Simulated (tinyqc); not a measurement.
Biaxial strain splits the top of the valence band: sp3s* tight binding, strained.

sp3s* tight binding, nearest neighbours only: anion (a) at 0, cation (c) at a/4 (1,1,1), orbitals s, px, py, pz, s* on each; k in units of 2 pi/a. With phases e_j = exp(i (pi/2) k.n_j) for n = (1,1,1), (1,-1,-1), (-1,1,-1), (-1,-1,1): g0 = (e1+e2+e3+e4)/4, g1 = (e1+e2-e3-e4)/4, g2 = (e1-e2+e3-e4)/4, g3 = (e1-e2-e3+e4)/4. The diagonal holds the levels Esa, Epa, Exa (s*) and Esc, Epc, Exc. Anion-cation block: <sa|sc> = Vss g0; <sa|xc> = Vsapc g1; <xa|sc> = -Vscpa g1; <xa|xc> = Vxx g0; <xa|yc> = <ya|xc> = Vxy g3, <xa|zc> = <za|xc> = Vxy g2, <ya|zc> = <za|yc> = Vxy g1; <s*a|xc> = Vxapc g1; <xa|s*c> = -Vpaxc g1; y and z take g2 and g3 in place of g1; s-s* and s*-s* vanish.

Strain e moves each bond vector to d = (1 + e) d0 (no internal displacement for the diagonal strains used here) and k is given in fractions of the strained reciprocal cell, so the phases stay. Two-centre values Vss_sigma = Vss/4, Vsp_sigma = sqrt3 V/4 for each s-p and s*-p pair, Vpp_sigma = (Vxx + 2 Vxy)/4, Vpp_pi = (Vxx - Vxy)/4 are scaled by (d0/d)^eta and combined with the new direction cosines; the levels on the diagonal stay.

Values chosen for the exercise (near a published set for GaAs, fitted to gaps, whose masses and valley positions are rough; not measured data):

| symbol | value | unit | meaning |
|---|---|---|---|
| Esa | -8.414 | eV | s level of the anion |
| Epa | 1.043 | eV | p level of the anion |
| Esc | -2.683 | eV | s level of the cation |
| Epc | 3.634 | eV | p level of the cation |
| Exa | 8.616 | eV | s* level of the anion |
| Exc | 6.714 | eV | s* level of the cation |
| Vss | -6.43 | eV | s-s |
| Vxx | 1.931 | eV | px-px |
| Vxy | 5.087 | eV | px-py |
| Vsapc | 4.48 | eV | s anion, p cation |
| Vscpa | 5.753 | eV | s cation, p anion |
| Vxapc | 4.841 | eV | s* anion, p cation |
| Vpaxc | 4.866 | eV | p anion, s* cation |
| eta | 2.5 |  | scaling exponent |
| D001 | 0.96 |  | ratio -ezz/exx |

No spin-orbit coupling; k = 0; exx = eyy = e, ezz = -D001 e. The four bonds keep equal lengths, and the sums over them give Vxx(e) for px and py and Vzz(e) for pz; each level is the lower root of [[Epa, V], [V, Epc]], and the s level the upper root of the s block. The shear potential b follows from E(x,y) - E(z) = 3 b (exx - ezz), taken as the slope between e = -0.005 and 0.005.

Couplings and levels at Gamma (eV):

| e | ezz | Vxx(e) | Vzz(e) | E(x,y) | E(z) | E(x,y) - E(z) (meV) | upper s level |
|---|---|---|---|---|---|---|---|
| -0.020 | 0.0192 | 1.8270 | 2.2380 | 0.0988 | -0.2475 | 346.2 | 1.5917 |
| -0.010 | 0.0096 | 1.8801 | 2.0826 | 0.0552 | -0.1142 | 169.4 | 1.5417 |
| -0.005 | 0.0048 | 1.9059 | 2.0063 | 0.0340 | -0.0497 | 83.8 | 1.5165 |
| 0.005 | -0.0048 | 1.9556 | 1.8566 | -0.0073 | 0.0746 | -81.8 | 1.4656 |
| 0.010 | -0.0096 | 1.9796 | 1.7833 | -0.0273 | 0.1343 | -161.7 | 1.4399 |
| 0.020 | -0.0192 | 2.0260 | 1.6395 | -0.0662 | 0.2489 | -315.2 | 1.3882 |

b = -2.816 eV

Under tension in the plane (e > 0) the bonds tilt towards the plane, Vxx grows to 1.9796 and Vzz falls to 1.7833 eV at e = 0.01, and the pz state forms the top of the valence band, by 161.7 meV; under compression (e = -0.01) the px, py pair does, by 169.4 meV. The slope gives b = -2.82 eV, a rough value, since on-site strain terms are left out (measured values lie near -2 eV).

tinyqc: `OMP_NUM_THREADS=1 python tinyqc.py 1451254 1451255 out.jsonl`; about 0.06 s, one thread, shared Intel(R) Xeon(R) Processor @ 2.30GHz.
